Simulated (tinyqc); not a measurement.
Power law or saturation: oxide trap near a transistor channel: two-state multiphonon kinetics, telegraph noise and bias instability. Computed by tinyqc, a small Python program. Command: `OMP_NUM_THREADS=1 python tinyqc.py 3015911 3015912 out.jsonl oxidetrap walk`. One thread of a shared host (Intel(R) Xeon(R) Processor @ 2.30GHz), about 0.01 s of CPU time with the checks.

An n-channel device under positive gate bias. The trap is empty (state 1) or holds an electron (state 2); both states are parabolas of equal curvature, and the electron reservoir is taken at the Fermi level of the channel.

Inputs (values chosen for the exercise, with an insulator like HfO2 on silicon):

| quantity | value | unit |
|---|---|---|
| attempt rate k_0 at the interface | 2e+11 | 1/s |
| temperature T | 350 | K |
| mean capture barrier mu_c | 1.4 | eV |
| spread of the barriers s_c | 0.33 | eV |
| saturation shift dV_max | 39 | mV |

Parts treated: one trap and an ensemble.

Constants: k_B = 8.617333262e-05 eV/K.

Method. For a normal spread of capture barriers (given for the stress field, with depth and field not resolved, k_0 being taken as the effective rate of the ensemble), traps with barrier below k_B T ln(k_0 t) are filled: dV(t) = (dV_max/2) erfc((mu_c - k_B T ln(k_0 t))/(sqrt(2) s_c)); local exponent n = d ln dV/d ln t (central difference, factor 1.01 in t). The extrapolation continues the power law fitted through 10 s and 1000 s.

Against stress time:

| t (s) | shift (mV) | local exponent | power law (mV) | shift at T + 50 K (mV) |
|---|---|---|---|---|
| 1.00e-03 | 0.245 | 0.25761 | 0.390 | 0.482 |
| 1.00e-01 | 0.741 | 0.22296 | 0.864 | 1.513 |
| 1.00e+01 | 1.915 | 0.18922 | 1.915 | 3.884 |
| 1.00e+03 | 4.244 | 0.15671 | 4.244 | 8.230 |
| 1.00e+05 | 8.128 | 0.12582 | 9.408 | 14.578 |
| 1.00e+07 | 13.568 | 0.09709 | 20.853 | 21.966 |
| 3.00e+08 | 18.254 | 0.07765 | 37.540 | 27.165 |

What does the comparison show, and why?

The exponent falls from 0.258 to 0.078 as the front climbs the distribution, so the power law overstates the shift at 3e8 s (about ten years) by a factor 2.06. Heating by 50 K raises the shift at 1000 s by a factor 1.94: time and temperature enter only through T ln(k_0 t).
